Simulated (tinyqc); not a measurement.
Inside a calculation. Model: deep-level transient spectroscopy (DLTS) of one majority-carrier trap. Computed by tinyqc, a small Python program that keeps every step. Command: `OMP_NUM_THREADS=1 python tinyqc.py 3004820 3004821 out.jsonl dlts walk`. One thread of a shared host (Intel(R) Xeon(R) Processor @ 2.30GHz), about 0.06 s of CPU time with the checks. Intermediate numbers are printed to about 6 digits and carried at full precision; extremes and crossings named in words are read from the listed rows.

A filling pulse loads the traps in a one-sided junction; under reverse bias they empty at the rate e, and the capacitance relaxes as C(t) = C_0 - dC exp(-e t). The signal is S = [C(t_2) - C(t_1)]/dC.

Inputs (values chosen for the exercise, for a model semiconductor): density-of-states mass m = 0.355 m_0; valleys M = 3; trap depth E_t = 0.438 eV; cross-section sigma_0 = 2.1e-15 cm^2; degeneracy ratio g = 0.5; gate time t_1 = 0.007 s; ratio t_2/t_1 = 4; temperature T = 246 K; doping N = 5.9e+15 cm^-3; trap density N_t = 8.7e+14 cm^-3; dielectric constant eps = 7.87; built-in voltage V_b = 0.64 V; reverse bias V_r = 6.8 V; diode area = 0.0096 cm^2.

Carriers: electrons. Extra term: none.

Constants: k_B = 8.617333262e-05 eV/K; k_B = 1.380649e-23 J/K; m_0 = 9.1093837015e-31 kg; h = 6.62607015e-34 J s; eps_0 = 8.8541878128e-12 F/m; e = 1.602176634e-19 C.

## Emission rate at T

e = g sigma v N_b exp(-E/k_B T), v = sqrt(3 k_B T/m), N_b = 2 M (2 pi m k_B T/h^2)^(3/2), sigma = sigma_0, E = E_t.

thermal velocity v = 1.77505e+07 cm/s

N_b = 1.18238e+19 cm^-3

sigma = 2.10e-15 cm^2

E = 0.438 eV

emission rate e = 234.365 1/s

## Rate window and signal

S(e) = exp(-e t_1) - exp(-e t_2) peaks at the rate window e_0 = ln(t_2/t_1)/(t_2 - t_1).

rate window e_0 = 66.0140 1/s

peak height S_max = 0.472470

signal at T = 0.192459

At this T the trap empties faster than the window, by a factor 3.55: the point lies on the high-temperature side of the peak.

## Peak temperature and width

T_p solves e(T) = e_0 (bisection between 15 and 1500 K); the half-height points solve S = S_max/2 on either side.

peak temperature T_p = 232.945 K

lower half-height point = 218.929 K

upper half-height point = 244.511 K

full width = 25.5812 K

The width is 11.0 % of T_p, and E_t is 21.8 k_B T_p.

## Peaks for six windows

t_1 is scaled by 0.1, 0.3, 1, 3, 10 and 30 at fixed t_2/t_1; each T_p by bisection.

Arrhenius data:
```
t_1 (s)  e_0 (1/s)  T_p (K)  1/(k_B T_p) (1/eV)  ln(e_0/T_p^2)
0.0007     660.140  257.754             45.0216       -4.61156
0.0021     220.047  245.317             47.3041       -5.61127
0.0070      66.014  232.945             49.8166       -6.71174
0.0210      22.005  222.656             52.1185       -7.72000
0.0700       6.601  212.340             54.6507       -8.82909
0.2100       2.200  203.698             56.9692       -9.84461
```

## Arrhenius fit

Least squares of ln(e_0/T_p^2) on 1/(k_B T_p): slope -E_a, intercept ln(gamma sigma_a) with gamma = v N_b/T^2 = sqrt(3 k_B/m) 2 M (2 pi m k_B/h^2)^(3/2). For comparison, the slope of ln e_0 alone.

apparent depth E_a = 0.438 eV

intercept = 15.1079

gamma = 3.46815e+21 cm^-2 s^-1 K^-2

apparent cross-section = 1.05e-15 cm^2

slope without T^2 = 0.477366 eV

The apparent depth is 0.4380 eV against E_t = 0.438 eV, and the apparent cross-section is 0.500 times sigma_0: only the degeneracy ratio enters. Leaving out the T^2 factor overstates the slope by 39 meV, about 2 k_B T_p.

## Signal size and trap density

W = sqrt(2 eps eps_0 (V_b + V_r)/(e N)), C_0 = eps eps_0 area/W. The pulse goes to zero bias, W_0 = W(V_r = 0). Traps within lambda = sqrt(2 eps eps_0 (E_t - E_F)/(e^2 N)) of the depletion edge stay filled, with E_F = k_B T_p ln(N_b/N) from the band, N_b = 2 M (2 pi m k_B T_p/h^2)^(3/2) (dopants taken as fully ionised). dC = C_0 (N_t/2N) f, f = [(W - lambda)^2 - max(W_0 - lambda, 0)^2]/W^2. The simple estimate is 2 N dC/C_0.

depletion width W = 1.04733 micrometre

C_0 = 63.8723 pF

lambda = 0.205710 micrometre

f = 0.636365

transient amplitude dC = 2996.79 fF

simple estimate of N_t = 5.53637e+14 cm^-3

The simple estimate finds 64 % of the traps. Caution: N_t is not very small against the doping, so the transient is not exactly a single exponential.

Checks made by the program: the maximum of S(T) on a fine grid against T_p (relative difference below 1e-10).
